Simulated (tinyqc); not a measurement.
FCI on RHF in the 6-31g basis, for H-, spin multiplicity 1, step by step. The basis has no diffuse functions, so it cannot describe the extra electron: this is an exercise in the method, not the real anion. One step of it, computed by the program tinyqc.

Task: FCI: roots. Diagonalise (each vector has its largest component positive (the first on a tie)); all determinants have Ms = 0, so triplets appear too. The lowest singlet root is the correlation energy.

Occupation strings over the orbitals (2 doubly, a alpha, b beta, 0 empty; spin orbitals ordered 1a 1b 2a 2b ...): 20 ab ba 02

H - E(HF) between determinants (hartree), lower triangle:
```
          20         ab         ba        02
20  0.000000
ab  0.000000   0.976452
ba  0.000000  -0.136050   0.976452
02  0.136050   0.104874  -0.104874  2.082095
```

Give: lowest roots of this matrix, relative to E(HF); lowest vectors; <S^2> of these roots; weight of the ground state by excitation level 0, 1, 2, ....

Result:

lowest roots of this matrix, relative to E(HF) (hartree): -0.009  0.840  1.091  2.113

lowest vectors:
```
    root 1  root 2  root 3  root 4
20   0.998   0.000  -0.018   0.064
ab   0.006   0.707   0.699   0.103
ba  -0.006   0.707  -0.699  -0.103
02  -0.066   0.000  -0.145   0.987
```

<S^2> of these roots: 0.000  2.000  0.000  0.000

weight of the ground state by excitation level 0, 1, 2, ...: 0.996  0.000  0.004
